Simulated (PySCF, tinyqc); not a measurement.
RHF in the 6-311g basis, for H2, spin multiplicity 1, step by step. The lowest restricted solution is unstable here: a spin-polarised one lies 0.0094 hartree lower (PySCF). One step of it, computed by the program tinyqc.

Question. Iteration 3: DIIS coefficients. Solve [B -1; -1 0][c; lambda] = [0; -1] for the coefficients, which sum to one.

B (overlaps of the stored error matrices):
```
               1              2
1  6.2086688e-02  7.9997128e-03
2  7.9997128e-03  1.1220582e-03
```

Give: DIIS coefficients.

Answer.

DIIS coefficients: -0.146  1.146
